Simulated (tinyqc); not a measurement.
Length offset and series resistance from crossing lines.

Inverse problem. R_total = Rs + k (L - dL)/Vo with constant Rs, dL and k. Find k, dL and Rs.

R_total at (L, Vo) = (90, 0.32), (270, 0.32), (90, 0.86) and (270, 0.86), L in nm and Vo in V (ohm um): [597.18750, 1778.4375, 354.06977, 793.60465]

Answer. At each overdrive R is a straight line in L with slope k/Vo; the two lines cross at L = dL, R = Rs.

k = 2.100 ohm um V/nm
dL = 31.00 nm
Rs = 210.0 ohm um

Program tinyqc, `OMP_NUM_THREADS=1 python tinyqc.py 2282033 2282034 out.jsonl`; Intel Xeon 2.30GHz, shared host, one thread, about 0.07 s.
